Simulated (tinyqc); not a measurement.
# Inverter chain driving a load

N inverters, each f = Hc^(1/N) times larger than the one before: delay tau N (f + pp). Switched capacitance in units of the first input, with output capacitance pp times the input: Hc + (1 + pp)(Hc - 1)/(f - 1).

Inputs (values chosen for the exercise): load over the input capacitance of the chain Hc = 34; parasitic delay of an inverter pp = 1.5; delay unit tau = 6 ps.

Inverter chain driving a load:
```
N,f,delay (ps),switched capacitance
1,34.00,213.0,36.50
2,5.831,87.97,51.08
3,3.240,85.31,70.84
4,2.415,93.95,92.31
5,2.024,105.7,114.5
6,1.800,118.8,137.1
7,1.655,132.5,160.0
```

The delay goes from 213 through a minimum of 85.3 (at N = 3 among the rows listed) to 133 ps. The best stage effort solves pp + rho (1 - ln rho) = 0, rho = 3.97, which gives N = ln Hc/ln rho = 2.56. One stage fewer than the best costs 3.1 % in delay and saves 28 % of the switched capacitance.

Numbers from tinyqc (`OMP_NUM_THREADS=1 python tinyqc.py 2082118 2082119 out.jsonl`; about 0.01 s on one thread of a shared Intel Xeon 2.30GHz).
